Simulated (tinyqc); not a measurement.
Worked calculation: finite square well with mass mismatch (envelope functions). Values are carried at full precision from step to step, so a last printed digit may differ when a step is redone from the rounded ones.

A square well of width L and depth V0, mass mw inside and mb outside, energies from the bottom of the well, c = hbar^2/2m0. k = sqrt(mw E/c), kappa = sqrt(mb (V0 - E)/c). psi and psi'/m are continuous at the walls (BenDaniel-Duke), so level n solves k L + 2 atan[(k/mw)/(kappa/mb)] = n pi.

Constants: hbar^2/2m0 = 3.80998211 eV angstrom^2.

Parameters, chosen for this exercise (near those of a non-polar GaN well in AlGaN; shifted at random, so the results belong to these values and not to a real crystal):
- L = 34 angstrom (well width)
- V0 = 0.39 eV (barrier height)
- mw = 0.198 m0 (mass in the well)
- mb = 0.231 m0 (mass in the barrier)
- alpha_w = 0.18 1/eV (non-parabolicity in the well)
- alpha_b = 0.42 1/eV (non-parabolicity in the barrier)

## How many levels are bound

At E = V0 the arctangent equals pi/2, so level n is bound if k0 L > (n - 1) pi with k0 = sqrt(mw V0/c). Compare with the infinitely deep well, E1(hard) = c (pi/L)^2/mw.

k0 = 0.14237 1/angstrom
k0 L/pi = 1.5408
number of bound levels = 2
E1(hard) = 0.1643 eV

The count does not depend on mb. One more level binds at L = 44.1 angstrom.

## The lowest level by bisection

f(E) = k L + 2 atan[(k/mw)/(kappa/mb)] - pi rises with E. Twelve halvings of [0, V0]: keep the half in which f changes sign.

Bisection:
```
step,low (eV),high (eV),midpoint (eV),k,kappa,f
1,0.00000,0.39000,0.19500,0.10067,0.10873,1.9289
2,0.00000,0.19500,0.09750,0.07118,0.13317,0.3938
3,0.00000,0.09750,0.04875,0.05033,0.14384,-0.6551
4,0.04875,0.09750,0.07312,0.06165,0.13861,-0.0884
5,0.07312,0.09750,0.08531,0.06659,0.13592,0.1608
6,0.07312,0.08531,0.07922,0.06416,0.13727,0.0385
7,0.07312,0.07922,0.07617,0.06292,0.13794,-0.0244
8,0.07617,0.07922,0.07770,0.06354,0.13760,0.0072
9,0.07617,0.07770,0.07693,0.06323,0.13777,-0.0085
10,0.07693,0.07770,0.07731,0.06339,0.13769,-0.0007
11,0.07731,0.07770,0.07750,0.06347,0.13765,0.0033
12,0.07731,0.07750,0.07741,0.06343,0.13767,0.0013
```

After twelve halvings the bracket is V0/4096 = 0.095 meV wide.

## Bound levels

Solve the condition for each n (six at most). With A = cos(kL/2) for even and sin(kL/2) for odd levels, the probability in the barriers is Pb = (A^2/kappa)/(A^2/kappa + L/2 +/- sin(kL)/(2k)), + for even.

Levels:
```
n,parity,E (eV),k (1/angstrom),kappa (1/angstrom),Pb
1,even,0.0773,0.06340,0.13768,0.0645
2,odd,0.2872,0.12216,0.07896,0.3213
```

The lowest level lies at 47 % of the infinite-well value and decays into the barrier over 1/kappa = 7.3 angstrom.

## Mass in the plane and density of states

To first order in the in-plane energy, 1/m_par = (1 - Pb)/mw + Pb/mb for each subband. Each adds a step D = m_par/(2 pi c) to the density of states per area (spin included, one valley); 1/angstrom^2 = 1e16/cm^2.

Subbands:
```
n,m_par (m0),D (1e13/(eV cm^2))
1,0.1998,8.348
2,0.2075,8.669
```

## Levels with energy-dependent masses

Non-parabolic bands: mw is replaced by mw (1 + alpha_w E) and mb by mb (1 - alpha_b (V0 - E)), in k, kappa and the matching condition alike.

Solve the same condition with the energy-dependent masses, and list the shift from the parabolic levels that exist in both.

Levels:
```
n,E (eV),mass inside,mass outside,shift (meV)
1,0.0797,0.2008,0.2009,2.3
2,0.2824,0.2081,0.2206,-4.8
```

Level 1 moves by +2.3 meV and level 2 by -4.8 meV. The lighter mass deep in the barrier hardens the wall for low levels; the heavier mass in the well wins higher up.

## Checks

- Lowest level by finite differences (200 cells across the well) against the matching condition, eV: both 0.0773.

Computed by tinyqc, a small Python program: `OMP_NUM_THREADS=1 python tinyqc.py 1250006 1250007 out.jsonl` (the numbers bound the seed that draws the inputs); one thread of a shared host (Intel(R) Xeon(R) Processor @ 2.30GHz), about 0.01 s for the whole set of steps.
